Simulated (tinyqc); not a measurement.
Implant damage, amorphisation by cascade overlap, and solid-phase epitaxial regrowth: one step, computed by the program tinyqc.

Range and width of the damage are inputs. Dynamic annealing enters only through the surviving share f.

Problem. Overlap model. Gibbons model: a point turns amorphous after n + 1 hits; with y = A_i Q the amorphous share is 1 - exp(-y) sum_(k=0..n) y^k/k!. Doses are set by y.

Inputs (values chosen for the exercise, modelled on arsenic ions in silicon): overlaps needed n = 2; area amorphised by one track A_i = 2.4 nm^2.

Give: the table «Amorphous share» with the columns Q (1/cm^2), direct impact (n = 0), given n, for y = 0.1, 0.3, 0.6, 1.0, 2.0, 3.0, 5.0, 8.0.

Solution.

Amorphous share:
```
y    Q (1/cm^2)  direct impact (n = 0)     given n
0.1  4.1667e+12                0.09516  1.5465e-04
0.3  1.2500e+13                0.25918  3.5995e-03
0.6  2.5000e+13                0.45119  2.3115e-02
1.0  4.1667e+13                0.63212  8.0301e-02
2.0  8.3333e+13                0.86466  3.2332e-01
3.0  1.2500e+14                0.95021  5.7681e-01
5.0  2.0833e+14                0.99326  8.7535e-01
8.0  3.3333e+14                0.99966  9.8625e-01
```

At small y the share grows as y^3; between the first rows the exponent is 2.86.
